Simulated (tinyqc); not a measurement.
Thermal and gravitational stress in a wafer during furnace and rapid thermal processing, and the onset of slip: one step, computed by the program tinyqc.

A thin free disc in plane stress, isotropic; T(r) = T_centre + dT (r/R)^n. Stress is positive in tension; sigma_SB = 5.670374419e-8 W/(m^2 K^4), g = 9.80665 m/s^2.

Question. Ramp rate in a batch furnace. Critical resolved stress tau_c = A exp(U/(k_B T)), a form chosen for the exercise; slip when 0.492799 |s_tt(R)| > tau_c; allowed |dT| = tau_c (n + 2)/(0.492799 n alpha E). In a stack heated from the rim, heat flows inward by conduction and by radiation between wafers: k_eff = k + (16/3) sigma_SB T^3 s^2/t (a diffusion estimate with the spacing as path length). A steady ramp gives the parabolic lag dT = rho c (ramp) R^2/(4 k_eff); the allowed ramp uses n = 2.

Inputs (values chosen for the exercise, modelled on silicon):

| quantity | value | unit |
|---|---|---|
| wafer radius R | 150 | mm |
| thickness t | 775 | micrometre |
| Young's modulus E | 141 | GPa |
| expansion alpha | 4.1 | 1e-6/K |
| temperature T | 1450 | K |
| prefactor A of the critical stress | 0.00036 | MPa |
| energy U of the critical stress | 1.06 | eV |
| density rho | 2330 | kg/m^3 |
| heat capacity c | 963 | J/(kg K) |
| conductivity k | 26.1 | W/(m K) |
| wafer spacing s | 5 | mm |
| ramp rate | 33 | K/min |

Constants: k_B = 8.617333262e-05 eV/K.

Give: k_eff; lag of the centre; allowed ramp rate.

Answer.

k_eff = 55.841 W/(m K)

lag of the centre = 124.31 K

allowed ramp rate = 3.2427 K/min

Radiation carries 53 % of the inward flow. The ramp is 10.18 of the allowed one.
